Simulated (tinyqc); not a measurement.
Elastic strain and critical thickness of a cubic alloy layer A(1-x)B(x) on a thick substrate: one step, computed by the program tinyqc. Command: `OMP_NUM_THREADS=1 python tinyqc.py 3027864 3027865 out.jsonl misfit walk`. One thread of a shared host (Intel(R) Xeon(R) Processor @ 2.30GHz), about 0.01 s of CPU time with the checks.

Strain is positive in tension. The layer is coherent with the substrate unless said otherwise.

Task: Biaxial strain, stress and energy. (001): D = 2 C12/C11, M = C11 + C12 - 2 C12^2/C11. The free surface carries no normal stress, so e_perp = -D f; dV/V = 2 f + e_perp; stress = M f; energy per area = M f^2 h (1 GPa nm = 1 J/m^2).

Inputs (values chosen for the exercise, for a model alloy): layer thickness h = 28 nm.

Growth plane: (001).

elastic constants (GPa): C11 167.2680, C12 62.4020, C44 72.3448

misfit f = 0.02950048

Give: ratio D; normal strain e_perp; volume strain dV/V; biaxial modulus M; in-plane stress; strain energy per area.

Result:

ratio D = 0.74613

normal strain e_perp = -0.022011

volume strain dV/V = 0.036990

biaxial modulus M = 183.11 GPa

in-plane stress = 5.4018 GPa

strain energy per area = 4.4620 J/m^2

Caution: above about 2 % misfit, linear elasticity is rough and compressed layers tend to form islands before dislocations.
